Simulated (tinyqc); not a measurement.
Dielectric confinement in a thin film (image charges): sweeps and comparisons. A value that a table varies takes the place of the one given here.

A film |z| < t/2 of dielectric constant eps between half-spaces of dielectric constant e2; lam = (eps - e2)/(eps + e2), q = e^2/(4 pi eps0). The self-energy of a band edge is taken with the high-frequency value, e2 = eh, and the field of a fixed ion with the static one, e2 = eo. A charge at z has images lam^|n| at n t + (-1)^n z. Its self-energy is S(z) = (q/2 eps) sum over n >= 1 of lam^n [1/(n t - 2z) + 1/(n t + 2z)] for odd n and 2 lam^n/(n t) for even n; at the centre S(0) = -(q/(eps t)) ln(1 - lam).

Donor at the centre, lam from the static eo, trial function cos(pi z/t) exp(-rho/l): E(l) = c/(m l^2) - (q/eps) times the integral over k of F(k t) (1 + (k l/2)^2)^(-3/2), with F(x) = F0 + 2 lam exp(-x) G/(1 - lam exp(-x)), F0 = 2[(1 - exp(-x/2))/x + x (1 + exp(-x/2))/(x^2 + 4 pi^2)], G = 2 sinh(x/2)[1/x - x/(x^2 + 4 pi^2)]; c = hbar^2/2m0. The binding energy is -E at the minimum, counted from the subband edge with its self-energy.

Constants: e^2/(4 pi eps0) = 14.39964547 eV angstrom; hbar^2/2m0 = 3.80998211 eV angstrom^2; Ry = 13.60569312 eV.

Inputs chosen for the exercise (near those of a Ge film between layers of a low-k oxide; the results hold for these values, not for the real material): eps = 16.3 (dielectric constant of the film); eh = 2.1 (high-frequency dielectric constant outside); eo = 2.7 (static dielectric constant outside); m = 0.147 m0 (mass in the plane); mz = 0.117 m0 (mass across the film); ts = (10, 15, 22, 32, 48, 70, 100) angstrom (thicknesses); t = 24 angstrom (film thickness).

## Thinning the film

<S> is the mean over (2/t) cos^2(pi z/t); confinement c (pi/t)^2/mz; donor binding with and without images.

Results:

| t (angstrom) | <S> (meV) | confinement (meV) | binding, no images (meV) | binding (meV) | l (angstrom) |
|---|---|---|---|---|---|
| 10 | 145.7 | 3213.9 | 25.8 | 160.2 | 20.1 |
| 15 | 97.1 | 1428.4 | 24.3 | 124.8 | 23.6 |
| 22 | 66.2 | 664.0 | 22.6 | 97.8 | 27.4 |
| 32 | 45.5 | 313.9 | 20.8 | 76.5 | 31.8 |
| 48 | 30.3 | 139.5 | 18.5 | 58.2 | 37.4 |
| 70 | 20.8 | 65.6 | 16.4 | 44.9 | 43.4 |
| 100 | 14.6 | 32.1 | 14.3 | 35.0 | 50.1 |

How do the results move?

Between 100 and 10 angstrom the binding goes from 35.0 to 160.2 meV; quantum confinement alone would take it from 14.3 to 25.8, so the images supply +20.7 and +134.4 meV. |<S>| goes as 1/t and exceeds the confinement energy beyond 221 angstrom. Hard-wall energies above 300 meV (up to t = 32 angstrom) overstate the confinement: walls are finite and valleys non-parabolic.

## Choice of the surrounding dielectric

The same film between different dielectrics; in this table one value e2 serves for both eo and eh.

Results:

| case | lam | <S> (meV) | binding (meV) | l (angstrom) |
|---|---|---|---|---|
| e2 = 1 | 0.884 | 86.7 | 152.3 | 26.6 |
| e2 = 2.5 | 0.734 | 54.7 | 96.7 | 28.2 |
| e2 = 3.9 | 0.614 | 40.0 | 73.4 | 29.5 |
| e2 = 7.5 | 0.370 | 20.0 | 45.2 | 32.6 |
| e2 = 16 | 0.009 | 0.4 | 22.6 | 38.4 |
| e2 = 25 | -0.211 | -8.7 | 14.2 | 43.6 |
| e2 = 80 | -0.661 | -24.1 | 3.6 | 64.7 |

How do the results move?

The binding spans a factor 42.7, from 152 meV in vacuum to 3.6 meV for e2 = 80; going from 3.9 to 25 changes it by -59.2 meV and the band edge by -48.8 meV, so the binding responds 1.21 times as much as the edge (for an orbit much smaller than t the binding would change by twice the change of S(0), -84.1 meV; here l/t = 1.23 for e2 = 3.9).

## What each parameter does

<S> is the mean over (2/t) cos^2(pi z/t). Each row changes one parameter from the base and keeps the others.

Results:

| case | lam from eh | <S> (meV) | binding (meV) | l (angstrom) |
|---|---|---|---|---|
| base | 0.772 | 60.7 | 92.4 | 28.4 |
| t = 18 angstrom | 0.772 | 80.9 | 111.3 | 25.3 |
| eps = 14.7 | 0.750 | 63.4 | 100.0 | 26.9 |
| eo = 3.8 | 0.772 | 60.7 | 74.7 | 29.4 |
| eh = 2.7 | 0.716 | 52.1 | 92.4 | 28.4 |
| m = 0.176 m0 | 0.772 | 60.7 | 98.3 | 25.5 |

How do the results move?

The largest shifts from the base row, up to three for each result and ties (the steps differ in size, so this ranks the rows, not the parameters). lam from eh: eh -0.056, eps -0.022; unchanged at the printed digits by t, eo and m. <S> (meV): t +20.2, eh -8.5, eps +2.7; unchanged at the printed digits by eo and m. binding (meV): t +18.8, eo -17.8, eps +7.6; unchanged at the printed digits by eh. l (angstrom): t -3.0, m -2.9, eps -1.5; unchanged at the printed digits by eh.

Computed by tinyqc, a small Python program: `OMP_NUM_THREADS=1 python tinyqc.py 1280721 1280722 out.jsonl` (the numbers bound the seed that draws the inputs); one thread of a shared host (Intel(R) Xeon(R) Processor @ 2.30GHz), about 0.06 s for the whole set of steps.
